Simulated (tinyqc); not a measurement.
Longitudinal sound in a periodic multilayer: transfer matrices, stop bands and folded phonons: one step, computed by the program tinyqc. Command: `OMP_NUM_THREADS=1 python tinyqc.py 3023566 3023567 out.jsonl multilayer walk`. One thread of a shared host (Intel(R) Xeon(R) Processor @ 2.30GHz), about 0.01 s of CPU time with the checks.

Layers 1 and 2 repeat with period d = d_1 + d_2; waves travel normal to the layers, without loss. State vector (u, s): displacement u and stress divided by omega. Impedances Z = rho v are in 1e6 kg/(m^2 s).

Question. Transmission through N periods. A layer maps (u, s) by [[cos p, sin p/Z], [-Z sin p, cos p]], p = 2 pi f d_i/v_i; one period is M = M_2 M_1, and cos(q d) = trace(M)/2. For N periods A = M^N. A wave comes from a thick layer of material 1 and leaves into the substrate (Z_s): transmitted power T = 4 Z_1 Z_s/|Z_1 A_22 + Z_s A_11 - i (Z_1 Z_s A_12 - A_21)|^2, reflected power R = 1 - T.

Inputs (values chosen for the exercise, modelled on silicon (layer 1), germanium (layer 2) and silica (substrate)):

| quantity | value | unit |
|---|---|---|
| velocity v_1 | 8570 | m/s |
| thickness d_1 | 12.3 | nm |
| velocity v_2 | 4810 | m/s |
| thickness d_2 | 7.16 | nm |
| periods N | 5 | - |
| frequency f | 228 | GHz |

M:
```
            1            2
1  -0.3182742  -0.03923296
2    19.48101   -0.7405629
```

Z_2 = 25.9259

Z_1 = 19.6253

Z of the substrate = 13.2756

Give: A = M^N; transmitted power T; T in decibel.

Answer.

A = M^N:
```
        1       2
1  -0.578  0.0434
2   -21.6  -0.111
```

transmitted power T = 0.885

T in decibel = -0.530 dB
